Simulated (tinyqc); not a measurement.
Defect-molecule model of a vacancy with Jahn-Teller distortion: one step. One-electron levels. Four cases, with inputs chosen for the exercise.

Problem. Diagonalise. By symmetry: a + b + c + d at E0 - 3 gm, a + b - c - d at E0 + gm - 2 I Q, and the pair a - b, c - d at E0 + gm + I Q.

Four dangling hybrids a, b, c, d point into the vacancy: H_ii = E0, and -gm between any two. A tetragonal distortion Q pairs a with b and c with d: those two couplings become -gm - I Q and the other four -gm + I Q/2, at an elastic cost k Q^2/2. The a1 level holds two electrons; charge states 2+, + and 0 put n = 0, 1, 2 more into the lowest level of t2 origin. Energy from the 2+ state at Q = 0, with the Fermi level mu counted from Ev: W_n(Q) = n (et - 2 I Q) + k Q^2/2 + Uc n (n - 1)/2 - n mu. et = E0 + gm is the undistorted t2 level.

Case 1.

H (eV):
```
           a          b          c          d
a  -0.160000  -0.385800  -0.302100  -0.302100
b  -0.385800  -0.160000  -0.302100  -0.302100
c  -0.302100  -0.302100  -0.160000  -0.385800
d  -0.302100  -0.302100  -0.385800  -0.160000
```

Case 2.

H (eV):
```
           a          b          c          d
a  -0.140000  -0.610500  -0.279750  -0.279750
b  -0.610500  -0.140000  -0.279750  -0.279750
c  -0.279750  -0.279750  -0.140000  -0.610500
d  -0.279750  -0.279750  -0.610500  -0.140000
```

Case 3.

H (eV):
```
           a          b          c          d
a   0.080000  -0.367600  -0.251200  -0.251200
b  -0.367600   0.080000  -0.251200  -0.251200
c  -0.251200  -0.251200   0.080000  -0.367600
d  -0.251200  -0.251200  -0.367600   0.080000
```

Case 4.

H (eV):
```
           a          b          c          d
a   0.110000  -0.556800  -0.156600  -0.156600
b  -0.556800   0.110000  -0.156600  -0.156600
c  -0.156600  -0.156600   0.110000  -0.556800
d  -0.156600  -0.156600  -0.556800   0.110000
```

Give: levels.

Solution.

Case 1.

levels (eV): -1.1500  0.0584  0.2258  0.2258

The t2 triplet has split by 3 I Q = 0.1674 eV, and its centre has stayed.

Case 2.

levels (eV): -1.3100  -0.1910  0.4705  0.4705

The t2 triplet has split by 3 I Q = 0.6615 eV, and its centre has stayed.

Case 3.

levels (eV): -0.7900  0.2148  0.4476  0.4476

The t2 triplet has split by 3 I Q = 0.2328 eV, and its centre has stayed.

Case 4.

levels (eV): -0.7600  -0.1336  0.6668  0.6668

The t2 triplet has split by 3 I Q = 0.8004 eV, and its centre has stayed.

Computed by tinyqc, one run a case: `OMP_NUM_THREADS=1 python tinyqc.py N N+1 out.jsonl` with N = 1480032, 1480426, 1480458, 1480481; one thread of a shared Intel(R) Xeon(R) Processor @ 2.30GHz, about 0.01 s a run at most.
